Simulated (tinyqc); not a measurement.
# Threshold-voltage variability of a planar MOSFET, analytic estimates: effects of single changes

Three independent sources add in quadrature: random dopants in the depleted layer, metal-gate grains of two orientations, and roughness of the two gate edges acting through the roll-off VT = VT(long) - Vr exp(-L/l). These are first-order estimates: no three-dimensional electrostatics, no percolation.

Inputs (values chosen for the exercise); material values close to those of silicon: temperature T = 300 K; band gap Eg = 1.1 eV; relative permittivity of the semiconductor eps_r = 11.8; conduction-band density of states at T Nc = 2.8e19 cm^-3; valence-band density of states at T Nv = 2.65e19 cm^-3; channel doping Na = 1.7e18 cm^-3; oxide-equivalent thickness in inversion ti = 1.3 nm; gate length L = 90 nm; gate width W = 140 nm; metal grain size G = 7 nm; work-function difference of the two grain orientations dW = 0.1 eV; share of the orientation of higher work function p = 0.4; rms roughness of one gate edge De = 0.7 nm; correlation length of the roughness La = 30 nm; decay length of the threshold roll-off l = 26 nm; prefactor of the roll-off Vr = 2.8 V.

Constants: q = 1.602176634e-19 C, kB = 1.380649e-23 J/K, Vt = kB T/q, eps0 = 8.8541878128e-14 F/cm where lengths are in cm. Results are converted to the units shown.

Each table varies one quantity; the others keep the values above.

## Effect of the metal grain size

ni = sqrt(Nc Nv) exp(-Eg/(2 Vt)), Eg in volts; Cox = 3.9 eps0/ti; Wd = sqrt(4 eps0 eps_r Vt ln(Na/ni)/(q Na)); dopants: s1 = (q/Cox) sqrt(Na Wd/(3 L W)). Grains: Ng = L W/G^2 (at least 1), s2 = dW sqrt(p (1 - p)/Ng). Edges, with exponential correlation and u = W/La: the mean gate length has sL^2 = 2 De^2 (2/u)[1 - (1 - exp(-u))/u]; s3 = sL (Vr/l) exp(-L/l). s = sqrt(s1^2 + s2^2 + s3^2). l and Vr are held fixed.

The same in every row: s1 (mV) = 6.658; s3 (mV) = 1.944.

Results:
```
G (nm)  s2 (mV)  s (mV)  s sqrt(L W) (mV um)
2        0.8729   6.990               0.7847
3         1.309   7.058               0.7923
5         2.182   7.271               0.8162
10        4.364   8.195               0.9198
14        6.110   9.243                1.038
20        8.729   11.15                1.251
```

Estimate the missing row, G = 7 nm.

Computed row:
```
G (nm)  s2 (mV)  s (mV)  s sqrt(L W) (mV um)
7         3.055   7.579               0.8507
```

With this row back in the table: As G goes from 2 to 20 nm, s rises from 6.99 to 11.1 mV. The largest source is the dopants in the first row and the grains in the last.

## Scaling length and width together

Same model as above.

l and Vr are held fixed. W = 1.555555556 L in every row; l is held fixed.

Scaling length and width together:
```
L (nm)  s1 (mV)  s2 (mV)   s3 (mV)  s (mV)  s sqrt(L W) (mV um)
58       10.331   4.7406    7.7252  13.743              0.99417
72       8.3221   3.8188    4.2053  10.076              0.90482
88       6.8090   3.1245    2.1168  7.7850              0.85444
110      5.4472   2.4996   0.83393  6.0511              0.83017
130      4.6092   2.1150   0.36113  5.0841              0.82433
160      3.7450   1.7185   0.10433  4.1217              0.82251
200      2.9960   1.3748  0.020308  3.2964              0.82226
```

What does the comparison show?

As L goes from 58 to 200 nm, s falls from 13.7 to 3.30 mV. The dopants are the largest source in the first and the last row. The product s sqrt(L W) falls from 0.994 to 0.822 mV um: s1 and s2 go as 1/sqrt(L W), so the change comes from s3 alone.

## Effect of the gate width

Same model as above.

l and Vr are held fixed.

Result of one run:
```
W (nm)  s1 (mV)  s2 (mV)  s3 (mV)  s (mV)  s sqrt(L W) (mV um)
530       3.422    1.570    1.093   3.920               0.8562
```

What becomes of these results when the gate width W is changed from 530 to 200 nm, all else the same?

Result of the changed run:
```
W (nm)  s1 (mV)  s2 (mV)  s3 (mV)  s (mV)  s sqrt(L W) (mV um)
200       5.570    2.556    1.690   6.357               0.8529
```

The whole series:
```
W (nm)  s1 (mV)  s2 (mV)  s3 (mV)  s (mV)  s sqrt(L W) (mV um)
47        11.49    5.273    2.659   12.92               0.8402
76        9.036    4.146    2.372   10.22               0.8453
120       7.191    3.300    2.055   8.175               0.8495
200       5.570    2.556    1.690   6.357               0.8529
330       4.336    1.990    1.360   4.961               0.8550
530       3.422    1.570    1.093   3.920               0.8562
860       2.686    1.233   0.8681   3.080               0.8570
1400      2.105   0.9661   0.6851   2.416               0.8575
```

As W goes from 47 to 1400 nm, s falls from 12.9 to 2.42 mV. The dopants are the largest source in the first and the last row. The product s sqrt(L W) rises from 0.840 to 0.857 mV um: s1 and s2 go as 1/sqrt(L W), so the change comes from s3 alone.

Program tinyqc, `OMP_NUM_THREADS=1 python tinyqc.py 2090162 2090163 out.jsonl`; Intel Xeon 2.30GHz, shared host, one thread, about 0.01 s.
